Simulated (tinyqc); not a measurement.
From one set of inputs to another, one input at a time: effective-mass impurity with a central-cell term, in a basis of Slater functions. Computed by tinyqc, a small Python program. Command: `OMP_NUM_THREADS=1 python tinyqc.py 3022318 3022319 out.jsonl centralcell ladder`. One thread of a shared host (Intel(R) Xeon(R) Processor @ 2.30GHz), about 0.02 s of CPU time with the checks.

The envelope obeys H = -nabla^2 - (2/r) [Z + A exp(-kappa r)] in effective units, with kappa = a*/lambda; positive A deepens the well near the core.

The inputs printed are set A. Inputs not listed in the table keep their values of set A, so the rows need not describe a real material.

Inputs (values chosen for the exercise, with screening close to that of diamond):
```
quantity                   value      unit
effective mass m           0.575       m_0
dielectric constant eps     5.68         -
charge Z of the core           1         -
central-cell strength A      3.1         -
central-cell range lambda   0.94  angstrom
```

Impurity: acceptor, one isotropic band.

Constants: Ry = 13.605693123 eV; a_0 = 0.529177210903 angstrom.

Method:
- Units: Ry* = Ry m/eps^2 and a* = a_0 eps/m, with m in m_0.
- kappa = a*/lambda; the hydrogenic ground state is bound by Z^2 Ry*.
- For s functions exp(-zeta r), with s = zeta_i + zeta_j: S = 2/s^3, T = zeta_i zeta_j S, V = -2 Z/s^2, W = -2 A/(s + kappa)^2; each function is normalised by dividing by sqrt(S_ii S_jj).
- Large basis: zeta_i = 0.06 x 1.6^(i-1), i = 1..22, same formulas; for p functions r exp(-zeta r): S = 24/s^5, T = zeta_i zeta_j S (centrifugal term included), V = -12 Z/s^4, W = -12 A/(s + kappa)^4; overlap eigenvalues below 1e-11 are dropped.
- Binding energies are -E Ry*; the effective quantum number is nu = Z/sqrt(-E); |psi(0)|^2 is given relative to the hydrogenic Z^3/(pi a*^3).

Each row keeps all changes above it:
```
input moved                            from    to  1s binding energy (meV)  2s binding energy (meV)  2p binding energy (meV)
set A                                     -     -                   584.21                   85.843                   60.844
effective mass m (m_0)                0.575  0.21                    99.26                   23.405                   22.142
dielectric constant eps                5.68  15.9                    11.46                    2.845                    2.825
central-cell strength A                 3.1   -14                    10.85                    2.768                    2.825
central-cell range lambda (angstrom)   0.94   1.3                    10.57                    2.731                    2.825
```

1s binding energy goes from 584 to 10.6, a factor 0.0181 in all. The largest single move comes from dielectric constant eps (a factor 0.115). 2s binding energy goes from 85.8 to 2.73, a factor 0.0318 in all. The largest single move comes from dielectric constant eps (a factor 0.122). 2p binding energy goes from 60.8 to 2.83, a factor 0.0464 in all. The largest single move comes from dielectric constant eps (a factor 0.128). The single moves hold for this order of the switches; the total does not depend on the order.

Caution (rows set A): the effective Bohr radius is only a few bond lengths, so the envelope approximation is rough. Caution (rows set A): the density at the core is many times hydrogenic, so the result hangs on the model potential inside one cell, where the envelope picture is weak.

Extremes, crossings and ranges named in words are read from the listed rows.
